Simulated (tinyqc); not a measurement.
Electron density from the centroid.

Inverse problem. In the Fang-Howard model the centroid is 3/b with b^3 = 6 (mz1/C) q (Nd + 11 Ns/32)/(eps0 eps_r), C = hbar^2/(2 m0), the field in eV/nm. Find b and Ns.

Values chosen for this exercise; masses and permittivity close to those of In0.53Ga0.47As: relative permittivity eps_r = 13.9; mass along z of valley set A (1 valley(s)) mz1 = 0.0406 m0; sheet density of depletion charge Nd = 1.9e11 cm^-2.

Constants: q = 1.602176634e-19 C, hbar = 1.054571817e-34 J s, m0 = 9.1093837015e-31 kg, eps0 = 8.8541878128e-14 F/cm where lengths are in cm, hbar^2/(2 m0) = 0.0380998212 eV nm^2. Results are converted to the units shown.

centroid = 8.7831693 nm

Answer. b = 3/centroid gives Nd + 11 Ns/32, from which the depletion charge is taken off.

b = 0.342 1/nm
Ns = 8.40e11 cm^-2

Program tinyqc, `OMP_NUM_THREADS=1 python tinyqc.py 2160065 2160066 out.jsonl`; Intel Xeon 2.30GHz, shared host, one thread, about 0.4 s.
